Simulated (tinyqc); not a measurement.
What moves transparency and gain: optical gain and spontaneous emission in a bulk direct-gap semiconductor.

Parabolic bands, vertical transitions, no excitons. For each hole band j: mr = me mj/(me + mj); joint density of states J_j(E) = (mr/c)^(3/2) sqrt(E - Eg)/(2 pi^2), both spins, c = hbar^2/2m0; averaged matrix element |e.p|^2 = m0 Ep/6; alpha_j(E) = 4 pi^2 alpha_f c Ep J_j/(3 nr E) in 1/angstrom (alpha_f the fine-structure constant, listed as alpha among the constants), times 1e8 for 1/cm.

F_j(eta) = (1/Gamma(j + 1)) integral_0^infinity x^j dx/(1 + exp(x - eta)), which tends to exp(eta) for eta << 0.

Quasi-Fermi levels: n = Nc F_1/2(Fc/kT) and p = Nv F_1/2(Fv/kT), Fc counted up from the conduction edge and Fv down from the valence edge; Nc, Nv from N = 2 (m kB T/(4 pi c))^(3/2) with c = hbar^2/2m0, in 1/angstrom^3; times 1e24 for 1/cm^3, with me and (mhh^(3/2) + mlh^(3/2))^(2/3).

For band j the electron sits at Ee = (E - Eg) mr/me above its edge and the hole at Eh = (E - Eg) mr/mj; fe = 1/(1 + exp((Ee - Fc)/kT)), fh = 1/(1 + exp((Eh - Fv)/kT)); gain g = sum_j alpha_j (fe + fh - 1).

Constants: hbar^2/2m0 = 3.80998211 eV angstrom^2; fine-structure constant alpha = 0.007297352564; kB = 8.617333262e-05 eV/K.

Inputs chosen for the exercise (near those of GaN; the results hold for these values, not for the real material): Eg = 3.515 eV (direct gap); me = 0.2063 m0 (electron mass); mhh = 1.348 m0 (heavy-hole mass); mlh = 0.3134 m0 (light-hole mass); Ep = 17.3 eV (Kane energy); nr = 2.56 (refractive index); T = 350 K; n = 1.6e+19 1/cm^3 (injected density, n = p).

Transparency is Fc + Fv = 0; the peak is the largest g over E at the density n (0 if none).

One parameter was then changed.

Results before and after:

| case | transparency density (1/cm^3) | Fc + Fv (eV) | peak gain (1/cm) |
|---|---|---|---|
| base | 7.90e+18 | 0.0705 | 1399 |
| changed | 9.03e+18 | 0.0545 | 1273 |

Which of these changes was made? (a) Ep = 19 eV; (b) nr = 2.69; (c) n = 2.08e+19 1/cm^3; (d) T = 390 K; (e) me = 0.2372 m0; (f) mhh = 0.809 m0.

Answer: (e) me = 0.2372 m0. Of the candidates, run in turn, only this one gives the changed row.

All candidates:

| case | transparency density (1/cm^3) | Fc + Fv (eV) | peak gain (1/cm) |
|---|---|---|---|
| base | 7.90e+18 | 0.0705 | 1399 |
| me = 0.2372 m0 | 9.03e+18 | 0.0545 | 1273 |
| mhh = 0.809 m0 | 6.18e+18 | 0.0931 | 2584 |
| Ep = 19 eV | 7.90e+18 | 0.0705 | 1536 |
| T = 390 K | 9.29e+18 | 0.0586 | 980 |
| n = 2.08e+19 1/cm^3 | 7.90e+18 | 0.1022 | 2306 |
| nr = 2.69 | 7.90e+18 | 0.0705 | 1331 |

(tinyqc, `OMP_NUM_THREADS=1 python tinyqc.py 1650444 1650445 out.jsonl`, Intel(R) Xeon(R) Processor @ 2.30GHz, 1 thread, shared host, about 0.07 s.)
